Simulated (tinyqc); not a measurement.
# Inputs raised by 10 %, one at a time

Model: current of a Schottky diode by thermionic-emission-diffusion theory, and its read-back from I-V-T and C-V data. Computed by tinyqc, a small Python program. Command: `OMP_NUM_THREADS=1 python tinyqc.py 3000119 3000120 out.jsonl schottky sens`. One thread of a shared host (Intel(R) Xeon(R) Processor @ 2.30GHz), about 0.01 s of CPU time with the checks.

Full ionisation, no tunnelling, no recombination current. V is the voltage across the junction itself, forward positive.

Inputs (values chosen for the exercise, modelled on n-type GaN):

| quantity | value | unit |
|---|---|---|
| Richardson constant A* | 26.6 | A/(cm^2 K^2) |
| effective density of states at 300 K, N_c | 2.2e+18 | 1/cm^3 |
| permittivity eps | 9.7 | - |
| mobility mu | 690 | cm^2/(V s) |
| barrier without image force phi_0 (mean) | 0.959 | eV |
| doping N | 2.5e+16 | 1/cm^3 |
| series resistance R_s | 2.9 | milliohm cm^2 |
| junction voltage V | 0.45 | V |
| temperature T | 300 | K |
| standard deviation sigma | 77 | meV |
| relative change of sigma^2 with bias, rho | 0.59 | 1/V |

Barrier: Gaussian spread of heights.

Constants: k_B = 8.617333262e-05 eV/K; e = 1.602176634e-19 C; eps_0 = 8.8541878128e-12 F/m.

Method:
- N_c(T) = N_c (T/300 K)^(3/2); V_bi = phi_0 - (k_B T/e) ln(N_c(T)/N); surface field F = sqrt(2 e N (V_bi - V - k_B T/e)/(eps eps_0)); image lowering d_phi = sqrt(e F/(4 pi eps eps_0)); effective barrier phi = phi_0 - d_phi - sigma^2 (1 - rho V)/(2 k_B T).
- Collection velocity v_R = A* T^2/(e N_c(T)); diffusion velocity v_D = mu F; J = e N_c(T) v_R/(1 + v_R/v_D) exp(-phi/k_B T) [exp(e V/k_B T) - 1].
- Terminal voltage V + J R_s.
- Ideality n = (e/k_B T)/(d ln J/dV) by a central difference of +/- 1 mV; J_0 = J exp(-e V/(n k_B T)); apparent barrier phi_IV = k_B T ln(A* T^2/J_0); a C-V plot gives phi_CV = phi_0, the mean without lowering.

Runs:

| input moved | from | to | current density J (A/cm^2) | ideality factor n | apparent barrier phi_IV (eV) | image lowering (meV) |
|---|---|---|---|---|---|---|
| base run | - | - | 0.469 | 1.102 | 0.8076 | 29.48 |
| barrier without image force phi_0 (mean) (eV) | 0.959 | 1.0549 | 0.012 | 1.097 | 0.9034 | 31.24 |
| doping N (1/cm^3) | 2.5e+16 | 2.75e+16 | 0.486 | 1.102 | 0.8066 | 30.24 |
| mobility mu (cm^2/(V s)) | 690 | 759 | 0.475 | 1.102 | 0.8074 | 29.48 |
| junction voltage V (V) | 0.45 | 0.495 | 2.268 | 1.106 | 0.8061 | 28.53 |
| temperature T (K) | 300 | 330 | 1.699 | 1.097 | 0.8182 | 29.11 |
| standard deviation sigma (meV) | 77 | 84.7 | 0.929 | 1.120 | 0.7835 | 29.48 |
| permittivity eps | 9.7 | 10.67 | 0.430 | 1.101 | 0.8103 | 27.45 |

Exponents ln(y'/y) / ln(x'/x):

| input | current density J | ideality factor n | apparent barrier phi_IV | image lowering |
|---|---|---|---|---|
| barrier without image force phi_0 (mean) | -38.040 | -0.053 | 1.176 | 0.608 |
| doping N | 0.384 | 0.002 | -0.013 | 0.268 |
| mobility mu | 0.138 | -0.005 | -0.002 | 0.000 |
| junction voltage V | 16.542 | 0.036 | -0.019 | -0.343 |
| temperature T | 13.508 | -0.048 | 0.137 | -0.133 |
| standard deviation sigma | 7.179 | 0.166 | -0.318 | 0.000 |
| permittivity eps | -0.899 | -0.014 | 0.036 | -0.750 |

Which inputs matter most for each result?

Among the inputs moved here: current density J answers most in size to barrier without image force phi_0 (mean) (exponent -38.040), next to junction voltage V (+16.542). Ideality factor n answers most in size to standard deviation sigma (exponent +0.166), next to barrier without image force phi_0 (mean) (-0.053). Apparent barrier phi_IV answers most in size to barrier without image force phi_0 (mean) (exponent +1.176), next to standard deviation sigma (-0.318). Image lowering answers most in size to permittivity eps (exponent -0.750), next to barrier without image force phi_0 (mean) (+0.608); its exponent is below 0.0005 for mobility mu, standard deviation sigma. Its exponent +0.268 in doping N: F grows as N^(1/2) and the lowering as F^(1/2).
